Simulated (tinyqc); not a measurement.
Strained alloy layer of GaSb and GaAs on (001) InP, model-solid band line-up: one step of the calculation.

The layer is x parts of the first compound and 1 - x of the second, grown coherently on the third as substrate and barrier. Rows of the table: lattice constant a, average valence level Ea on an absolute scale, spin-orbit splitting so, gaps at Gamma, X and L, hydrostatic deformation potentials av and ac (Gamma), shear potential b, elastic constants, electron and heavy-hole (along z) masses. All are interpolated linearly in x; gaps get -C x (1 - x), taken wholly in the conduction band; real line-ups can differ from this model by 0.1 eV or more.

Problem. Relaxed alloy and strain. In-plane strain e = (a_substrate - a)/a, e_z = -2 (c12/c11) e, volume change 2 e + e_z.

Inputs (values chosen for the exercise):
- x = 0.46 (fraction of the first compound in the layer)
- CG = 1.43 eV (bowing of the Gamma gap)
- CX = 1.2 eV (bowing of the X gap)
- CL = 1.2 eV (bowing of the L gap)

Binary compounds, values chosen for the exercise:
```
              close to GaSb  close to GaAs  close to InP
a (angstrom)          6.096          5.653         5.869
Ea (eV)               -6.25          -6.92         -7.04
so (eV)               0.753          0.343         0.109
EG (eV)               0.719           1.43          1.33
EX (eV)                1.04           1.89          2.22
EL (eV)               0.801           1.71          1.94
av (eV)               0.782           1.17          1.26
ac (eV)               -6.86          -7.25         -4.96
b (eV)                -1.99          -1.72          -1.7
c11 (GPa)              88.4            119           102
c12 (GPa)              39.8           53.2            56
me (m0)               0.039         0.0662        0.0802
mh (m0)                0.25          0.354         0.536
```

Find: a; Gamma gap; X gap; L gap; e; e_z; volume change.

Solution.

a = 5.8568 angstrom
Gamma gap = 0.74773 eV
X gap = 1.2009 eV
L gap = 0.99378 eV
e = 0.20865 %
e_z = -0.18707 %
volume change = 0.23023 %

The relaxed alloy has its lowest gap at Gamma (direct). The layer is under tensile in-plane strain.

tinyqc, about 0.03 s, one thread, Intel Xeon 2.30GHz (shared host): `OMP_NUM_THREADS=1 python tinyqc.py 2690072 2690073 out.jsonl`
